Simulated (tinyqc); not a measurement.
Peak against initial coverage: adsorption as a lattice gas: isotherms with interactions, competition, desorption peaks and saturation dose. Computed by tinyqc, a small Python program. Command: `OMP_NUM_THREADS=1 python tinyqc.py 3008618 3008619 out.jsonl adsorb walk`. One thread of a shared host (Intel(R) Xeon(R) Processor @ 2.30GHz), about 0.2 s of CPU time with the checks.

One adsorbate per site; a molecule needs 2 empty sites. Gas and surface have the same temperature.

Inputs (values chosen for the exercise, for a model surface):
```
quantity,value,unit
desorption energy E,1.16,eV
prefactor nu,1.5e+14,1/s
pair energy w (positive repels),0.039,eV
neighbours z,4,-
heating rate beta,4.6,K/s
```

Adsorption: dissociative (second order).

Constants: k_B = 8.617333262e-05 eV/K.

Method. Heating at the rate beta: d theta/dT = -(nu/beta) theta^2 exp(-[E - 2 z w theta]/(k_B T)). Integrated numerically (relative tolerance 1e-9); T_p is the maximum of the rate.

Peak temperatures (K):
```
theta_0,w = 0,with w
0.1,427.63,418.11
0.3,414.05,385.84
0.5,408.02,360.80
0.7,404.14,337.51
0.9,401.28,314.89
```

What does the comparison show, and why?

Without interaction the peak moves down by 26.3 K, the mark of second order; with w it moves by -103.2 K.

Extremes, crossings and ranges named in words are read from the listed rows.
